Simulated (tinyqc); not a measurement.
# Pillar capacitor in an array: capacitance, non-linearity, leakage and relaxation, step by step

Program tinyqc, `OMP_NUM_THREADS=1 python tinyqc.py 2102090 2102091 out.jsonl`; Intel Xeon 2.30GHz, shared host, one thread, about 0.01 s. Printed values are rounded.

A film between two metal electrodes, each interface adding a series capacitance ci. The small-signal permittivity is ek (1 + aq E^2); the field is found with the linear permittivity. Leakage J = J0 sinh(E/Ef). After a voltage step the film passes a relaxation current kr C V tt^(-nr), tt being the time in seconds. The sidewall is a coaxial capacitor with radii a = dm/2 and b = dm/2 + t, depth AR dm; the end face is left out.

Values chosen for this exercise; permittivity of the order of that of aluminium oxide: relative permittivity of the film ek = 9.63; film thickness t = 4.8 nm; capacitance of each electrode interface (dead layer and screening) ci = 1000 uF/cm^2; quadratic field coefficient of the permittivity aq = 0.0036 cm^2/MV^2; bias V = 0.9 V; leakage prefactor J0 = 1.6e-10 A/cm^2; field for an e-fold rise of the leakage Ef = 0.27 MV/cm; diameter of the pillar dm = 27 nm; aspect ratio, depth over diameter AR = 30; pitch of the square array pt = 62 nm; resistivity of the inner electrode rho = 420 uohm cm.

Constants: eps0 = 8.8541878128e-14 F/cm where lengths are in cm. Results are converted to the units shown.

## Planar capacitance, field and non-linearity

Planar film: Cf = eps0 ek/t, 1/C = 1/Cf + 2/ci, EOT = 3.9 eps0/C, effective permittivity C t/eps0, E = (V/t) C/Cf; quadratic coefficient [C(V)/C - 1]/V^2 with Cf (1 + aq E^2) in C(V).

Cf = 1.776371 uF/cm^2
C = 1.770083 uF/cm^2
EOT = 1.950832 nm
effective permittivity = 9.595908
E = 1.868362 MV/cm
quadratic coefficient = 15458.95 ppm/V^2
J = 8.097418e-8 A/cm^2

The interfaces take 0.354 % of the voltage.

## Cell capacitance, fields and time constant

Per length 1/c = ln(b/a)/(2 pi eps0 ek) + (1/a + 1/b)/(2 pi ci); cell capacitance c AR dm; per footprint over pt^2; fields c V/(2 pi eps0 ek r) at r = a and b; resistance of the inner electrode rho AR dm/(pi a^2); time constant R C/3 of the distributed line.

a = 13.5 nm
b = 18.3 nm
cell capacitance = 1.421348 fF
capacitance per footprint = 36.97576 uF/cm^2
field at a = 2.183581 MV/cm
field at b = 1.610838 MV/cm
R = 5.941785 kohm
R C/3 = 2.815115 ps

The array gives 20.9 times the planar capacitance per footprint; curvature makes the field at the inner electrode 1.17 times the planar value.
